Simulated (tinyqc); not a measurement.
# Solubility, supersaturation, precipitation and gettering of an impurity in a silicon-like host, step by step

A worked calculation. Computed by tinyqc, a small Python program that keeps every step. Command: `OMP_NUM_THREADS=1 python tinyqc.py 3013359 3013360 out.jsonl ripen walk`. One thread of a shared host (Intel(R) Xeon(R) Processor @ 2.30GHz), about 0.01 s of CPU time with the checks. Intermediate numbers are printed to about 6 digits and carried at full precision; extremes and crossings named in words are read from the listed rows.

The wafer was saturated at T1 and is then held at T.

Inputs (values chosen for the exercise, modelled on chromium in silicon):

| quantity | value | unit |
|---|---|---|
| site density N0 | 5e+22 | 1/cm^3 |
| enthalpy of solution H | 2.71 | eV |
| entropy of solution S | 4.9 | k_B |
| diffusion prefactor D0 | 0.00079 | cm^2/s |
| migration energy Q | 0.831 | eV |
| temperature of saturation T1 | 1350 | K |
| anneal temperature T | 891 | K |
| sink density n | 3.2e+11 | 1/cm^3 |
| initial sink radius r0 | 2.8 | nm |
| impurity density in the precipitate C_p | 3.7e+22 | 1/cm^3 |
| interface energy gamma | 0.57 | J/m^2 |
| anneal time t | 35 | s |
| wafer thickness w | 400 | micrometre |
| segregation energy E_g | 1.1 | eV |
| segregation prefactor k_0 | 0.29 | - |
| getter layer thickness t_g | 0.8 | micrometre |

Gettering: segregation gettering in a layer.

Constants: k_B = 8.617333262e-05 eV/K; k_B = 1.380649e-23 J/K.

## Solubility, diffusivity, supersaturation

C_eq(T) = N0 exp(S/k_B - H/(k_B T)); D(T) = D0 exp(-Q/(k_B T)); C0 = C_eq(T1). Supersaturation s = C0/C_eq(T); critical radius r* = 2 gamma/(C_p k_B T ln s); barrier W* = (4 pi/3) gamma r*^2. Strain energy is left out.

C0 = 5.13009e+14 1/cm^3

C_eq(T) = 3.15061e+09 1/cm^3

D(T) = 1.57481e-08 cm^2/s

supersaturation s = 162828

critical radius r* = 0.208711 nm

W*/(k_B T) = 8.45457

Sinks of radius r0 are above r* and grow. The barrier is low enough for new nuclei to form. Caution: the barrier to homogeneous nucleation is below 35 k_B T for these inputs, so new precipitates would form and outnumber the fixed sinks assumed here. Caution: a critical radius of atomic size is outside the capillary model.

## Ham's law for sinks of fixed radius

tau0 = 1/(4 pi n r0 D); C_fixed(t) = C_eq + (C0 - C_eq) exp(-t/tau0). If all excess precipitates, the final radius is r_f = [r0^3 + 3 (C0 - C_eq)/(4 pi n C_p)]^(1/3), with tau_f = 1/(4 pi n r_f D).

tau0 = 56.3968 s

C_fixed(t) = 2.75805e+14 1/cm^3

final radius r_f = 3.18456 nm

tau_f = 49.5865 s

The sinks hardly grow, so the fixed radius is a good model.

## Growing precipitates

Growing sinks: with y = r/r_f and y0 = r0/r_f, dy/dt = (1 - y^3)/(3 tau_f y), which integrates to t/tau_f = F(y) - F(y0), F(y) = (1/2) ln[(1 + y + y^2)/(1 - y)^2] - sqrt(3) arctan[(2y + 1)/sqrt(3)]; the share of the excess left is (1 - y^3)/(1 - y0^3), and C(t) = C_eq + (C0 - C_eq) x share.

radius at t = 2.99509 nm

share of the excess left = 0.524785

C(t) with growing sinks = 2.69221e+14 1/cm^3

47.5 % of the excess has precipitated.

## Segregation into a layer on one face

k = k_0 exp(E_g/(k_B T)); in equilibrium the bulk keeps C/C0 = 1/(1 + k t_g/w). For a strong sink on one face the slowest diffusion mode has tau_w = 4 w^2/(pi^2 D), and C/C0 is estimated as c_eq + (1 - c_eq)(8/pi^2) sum over odd m up to 99 of exp(-m^2 t/tau_w)/m^2. Precipitation is left out here.

segregation coefficient k = 483444

equilibrium C/C0 = 0.00103318

tau_w = 41176.8 s

mean C/C0 at t = 0.979078

Limited by diffusion: far more is left than the 0.0010 that equilibrium would leave. Caution: for so short a time the series is cut off too early to be exact.

## The best anneal temperature for the time t

C_eq(T) = N0 exp(S/k_B - H/(k_B T)); D(T) = D0 exp(-Q/(k_B T)); C0 = C_eq(T1). r_f = [r0^3 + 3 (C0 - C_eq)/(4 pi n C_p)]^(1/3), tau_f = 1/(4 pi n r_f D).

Dissolved share after t:

| T (K) | C_eq/C0 | tau_f (s) | C(t)/C0 |
|---|---|---|---|
| 608 | 4.50197e-13 | 7.64211e+03 | 0.995980 |
| 702 | 4.58494e-10 | 9.13808e+02 | 0.966800 |
| 810 | 1.80056e-07 | 1.46353e+02 | 0.807772 |
| 918 | 1.73425e-05 | 3.60676e+01 | 0.408412 |
| 1026 | 6.38548e-04 | 1.19377e+01 | 0.060336 |
| 1134 | 1.18297e-02 | 4.88297e+00 | 0.012688 |
| 1228 | 9.88330e-02 | 2.57092e+00 | 0.098834 |
| 1296 | 3.78846e-01 | 1.75879e+00 | 0.378846 |

The lowest dissolved share among these rows is 0.013 at 1134 K. Above it solubility sets the floor; below it diffusion is too slow for this time. Solubility falls with H = 2.71 eV and diffusion with Q = 0.831 eV.

Checks made by the program: radius against numerical integration (relative difference 1e-10).
